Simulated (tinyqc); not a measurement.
# Changing the temperature T

Model: leakage currents through a thin dielectric. Computed by tinyqc, a small Python program. Command: `OMP_NUM_THREADS=1 python tinyqc.py 3023165 3023166 out.jsonl leak sweep`. One thread of a shared host (Intel(R) Xeon(R) Processor @ 2.30GHz), about 0.06 s of CPU time with the checks.

Electrons leave an electrode with Fermi energy E_F above its band bottom; barriers are counted from the Fermi level, and both electrodes are alike.

Inputs (values chosen for the exercise, modelled on HfO2):

| quantity | value | unit |
|---|---|---|
| barrier height phi_B | 1.63 | eV |
| tunnelling mass m | 0.19 | m_0 |
| static permittivity k | 22.8 | - |
| optical permittivity k_o | 4.16 | - |
| trap depth phi_t | 1.1 | eV |
| Poole-Frenkel prefactor sigma_0 | 1.6e-07 | S/cm |
| thickness t | 7 | nm |
| electrode Fermi energy E_F | 0.22 | eV |
| electrode mass m_e | 0.3 | m_0 |
| voltage V | 5 | V |

Stack: single layer.

Constants: k_B = 8.617333262e-05 eV/K; m_0 = 9.1093837015e-31 kg; e = 1.602176634e-19 C; hbar = 1.054571817e-34 J s; k_B = 1.380649e-23 J/K; eps_0 = 8.8541878128e-12 F/m; h = 6.62607015e-34 J s.

Method:
- Field F = V/t; equivalent oxide thickness 3.9 t/k.
- WKB: a layer of mass m, field F and barrier b(x) = b_0 - e F x gives the exponent (4 sqrt(2 m)/(3 hbar e F)) [b_0^(3/2) - max(b_0 - e F t, 0)^(3/2)] for b_0 > 0; b_0 = barrier - (E - E_F); the transmission is D(E) = exp(-sum of exponents), without image force.
- Tsu-Esaki: J = (e m_e k_B T/(2 pi^2 hbar^3)) int D(E) ln[(1 + exp((E_F - E)/k_B T))/(1 + exp((E_F - eV - E)/k_B T))] dE over the normal energy E (its change with the mass at an interface is neglected) from max(0, E_F - 3 eV) to E_F + largest barrier, by 100 Gauss-Legendre points in each part, split at E_F - 0.3 eV (if inside the range) and E_F + 8 k_B T.
- The mean energy weights E - E_F by the integrand.
- Schottky emission J = A T^2 exp(-(phi_B - sqrt(e^3 F/(4 pi k_o eps_0)))/k_B T), A = 4 pi e m k_B^2/h^3 with the tunnelling mass; Poole-Frenkel J = sigma_0 F exp(-(phi_t - sqrt(e^3 F/(pi k_o eps_0)))/k_B T); both use the field F of the dielectric.

One run for each value:

| temperature T (K) | tunnel current density (A/cm^2) | Poole-Frenkel current density (A/cm^2) | Schottky current density (A/cm^2) | mean energy of the current above E_F (eV) |
|---|---|---|---|---|
| 150 | 6902 | 3.2555e-04 | 4.4838e-33 | -0.11812 |
| 180 | 7006 | 1.2691e-03 | 1.4230e-26 | -0.11627 |
| 220 | 7175 | 4.3721e-03 | 1.2417e-20 | -0.11326 |
| 260 | 7381 | 1.0294e-02 | 1.7035e-16 | -0.10964 |
| 380 | 8252 | 4.5551e-02 | 3.1247e-09 | -0.09492 |
| 460 | 9073 | 7.9779e-02 | 1.8772e-06 | -0.08169 |
| 550 | 10283 | 1.2333e-01 | 2.8809e-04 | -0.06322 |

Give the missing row, temperature T (K) = 320.

Computed row; columns: (1) temperature T (K); (2) tunnel current density (A/cm^2); (3) Poole-Frenkel current density (A/cm^2); (4) Schottky current density (A/cm^2); (5) mean energy of the current above E_F (eV):
```
(1)   (2)         (3)         (4)       (5)
320  7767  2.4894e-02  3.3780e-12  -0.10302
```

Interpolating between the two neighbouring rows (linearly) misses most in Schottky current density (A/cm^2), by a factor of 460. Over the rows, tunnel current density (A/cm^2) rises from 6900 to 10300 (exponent d ln y / d ln x 0.081 between the first rows and 0.70 between the last); Poole-Frenkel current density (A/cm^2) rises from 3.26e-4 to 0.123 (exponent d ln y / d ln x 7.5 between the first rows and 2.4 between the last); Schottky current density (A/cm^2) rises from 4.48e-33 to 2.88e-4 (exponent d ln y / d ln x 82 between the first rows and 28 between the last). Arrhenius slopes between the last two rows: tunnelling 0.030 eV, Poole-Frenkel 0.106 eV (the lowered trap depth).

Caution (all rows): the field is near or above what such a dielectric withstands; the numbers only show the formulas.
